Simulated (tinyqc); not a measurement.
# Deformation potential from the mobility gain

Inverse problem. Tension X along [100] raises the x valleys by D = Xu (s11 - s12) X against the y and z valleys. Their share is f = w/(w + 2), w = exp(-D/Vt), and for current along [100] mu/mu0 = [f/ml + (1 - f)/mt]/[(1/ml + 2/mt)/3]. Find f, D and Xu.

Values chosen for this exercise; values close to those of silicon: temperature T = 273 K; compliance s11 = 7.9 1/TPa; compliance s12 = -2.16 1/TPa; longitudinal mass ml = 0.95 m0; transverse mass mt = 0.189 m0.

Constants: q = 1.602176634e-19 C, kB = 1.380649e-23 J/K, Vt = kB T/q. Results are converted to the units shown.

mu/mu0 = 1.29286862
X = 530 MPa

Solution. The gain is linear in f; w = 2 f/(1 - f).

f = 0.0654
D = 46.3 meV
Xu = 8.68 eV

tinyqc, about 0.01 s, one thread, Intel Xeon 2.30GHz (shared host): `OMP_NUM_THREADS=1 python tinyqc.py 2530033 2530034 out.jsonl`
